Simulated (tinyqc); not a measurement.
Ground states by the convex hull: cluster expansion of a binary alloy: correlations, fit, cross-validation and ground states. Computed by tinyqc, a small Python program. Command: `OMP_NUM_THREADS=1 python tinyqc.py 3024901 3024902 out.jsonl clex walk`. One thread of a shared host (Intel(R) Xeon(R) Processor @ 2.30GHz), about 0.1 s of CPU time with the checks.

s = +1 for A and -1 for B. Energy per site E = J0 + J1 P(point) + sum over clusters of m V P, with P the mean product of spins; V > 0 on a pair favours unlike neighbours. Clusters per site m: pair 1 6, pair 2 3, pair 3 12, triplet 8; the triplet is the triangle of first neighbours. Formation energies are counted from the line between pure A and pure B, which removes J0 and J1.

Inputs (values chosen for the exercise, for a model alloy): first-pair interaction V1 = 5.68 meV; second-pair interaction V2 = -2.1 meV; third-pair interaction V3 = 0.066 meV; triplet interaction Vt = 0.96 meV; noise amplitude = 1.1 meV/site.

Lattice: fcc.

Method:
- Design matrix of formation energies: m (P - 1) for pairs and m (P(triplet) - P(point)) for the triplet; x = (1 - P(point))/2.
- Exact: X V with V = (V1, V2, V3, Vt). The data to fit add the noise amplitude times the normal numbers, standing for what the clusters leave out.
- Leave out pair 3: A = X^T X and b = X^T E (E being the data with noise) over these three columns; solve A V = b. The root-mean-square error runs over the structures between the pure ends.
- Height above the hull = E less the lowest straight line between two structures that bracket x (or the lowest structure at the same x). The three-term fit is X V with the fitted values.

correlations P, counted on periodic cells, rows A, A3B L1_2, A3B D0_22, A3B (001) layers, A2B (001) layers, AB L1_0, AB L1_1, A2B2 (001) layers, AB2 (001) layers, AB3 L1_2, AB3 D0_22, AB3 (001) layers, B, columns point, pair 1, pair 2, pair 3, triplet:
```
[[1.00000, 1.00000, 1.00000, 1.00000, 1.00000],
 [0.50000, 0.00000, 1.00000, 0.00000, -0.50000],
 [0.50000, 0.00000, 0.66667, 0.33333, -0.50000],
 [0.50000, 0.33333, 0.66667, 0.00000, 0.50000],
 [0.33333, 0.11111, 0.55556, -0.33333, 0.33333],
 [0.00000, -0.33333, 1.00000, -0.33333, 0.00000],
 [0.00000, 0.00000, -1.00000, 0.00000, 0.00000],
 [0.00000, 0.33333, 0.33333, -0.33333, 0.00000],
 [-0.33333, 0.11111, 0.55556, -0.33333, -0.33333],
 [-0.50000, 0.00000, 1.00000, 0.00000, 0.50000],
 [-0.50000, 0.00000, 0.66667, 0.33333, 0.50000],
 [-0.50000, 0.33333, 0.66667, 0.00000, -0.50000],
 [-1.00000, 1.00000, 1.00000, 1.00000, -1.00000]]
```

standard normal numbers for the noise (0 for the pure ends): A 0.000, A3B L1_2 -0.070, A3B D0_22 0.691, A3B (001) layers -0.733, A2B (001) layers -0.813, AB L1_0 0.383, AB L1_1 0.074, A2B2 (001) layers 0.304, AB2 (001) layers 0.132, AB3 L1_2 0.179, AB3 D0_22 1.117, AB3 (001) layers 0.910, B 0.000

X, rows A, A3B L1_2, A3B D0_22, A3B (001) layers, A2B (001) layers, AB L1_0, AB L1_1, A2B2 (001) layers, AB2 (001) layers, AB3 L1_2, AB3 D0_22, AB3 (001) layers, B, columns pair 1, pair 2, pair 3, triplet:
```
[[0.0000, 0.0000, 0.0000, 0.0000],
 [-6.0000, 0.0000, -12.0000, -8.0000],
 [-6.0000, -1.0000, -8.0000, -8.0000],
 [-4.0000, -1.0000, -12.0000, 0.0000],
 [-5.3333, -1.3333, -16.0000, 0.0000],
 [-8.0000, 0.0000, -16.0000, 0.0000],
 [-6.0000, -6.0000, -12.0000, 0.0000],
 [-4.0000, -2.0000, -16.0000, 0.0000],
 [-5.3333, -1.3333, -16.0000, 0.0000],
 [-6.0000, 0.0000, -12.0000, 8.0000],
 [-6.0000, -1.0000, -8.0000, 8.0000],
 [-4.0000, -1.0000, -12.0000, 0.0000],
 [0.0000, 0.0000, 0.0000, 0.0000]]
```

fitted V1, V2, Vt (meV): [5.77000, -2.03821, 0.98320]

exact energies (meV/site): A 0.0000, A3B L1_2 -42.5520, A3B D0_22 -40.1880, A3B (001) layers -21.4120, A2B (001) layers -28.5493, AB L1_0 -46.4960, AB L1_1 -22.2720, A2B2 (001) layers -19.5760, AB2 (001) layers -28.5493, AB3 L1_2 -27.1920, AB3 D0_22 -24.8280, AB3 (001) layers -21.4120, B 0.0000

Hull among these structures (meV/site):
```
structure               x  exact E  above hull  fitted E  above hull, fit
A                  0.0000    0.000       0.000     0.000            0.000
A3B L1_2           0.2500  -42.552       0.000   -42.486            0.000
A3B D0_22          0.2500  -40.188       2.364   -40.447            2.038
A3B (001) layers   0.2500  -21.412      21.140   -21.042           21.444
A2B (001) layers   0.3333  -28.549      15.317   -28.056           15.655
AB L1_0            0.5000  -46.496       0.000   -46.160            0.000
AB L1_1            0.5000  -22.272      24.224   -22.391           23.769
A2B2 (001) layers  0.5000  -19.576      26.920   -19.004           27.156
AB2 (001) layers   0.6667  -28.549       5.077   -28.056            5.167
AB3 L1_2           0.7500  -27.192       0.000   -26.754            0.000
AB3 D0_22          0.7500  -24.828       2.364   -24.716            2.038
AB3 (001) layers   0.7500  -21.412       5.780   -21.042            5.713
B                  1.0000    0.000       0.000     0.000            0.000
```

lowest exact formation energy = -46.496 meV/site

What follows from these numbers?

On the exact hull: A, A3B L1_2, AB L1_0, AB3 L1_2, B. The fit finds the same set. A structure at zero height may lie on a tie line without being a vertex, and structures outside this list could lie lower.

Extremes, crossings and ranges named in words are read from the listed rows.
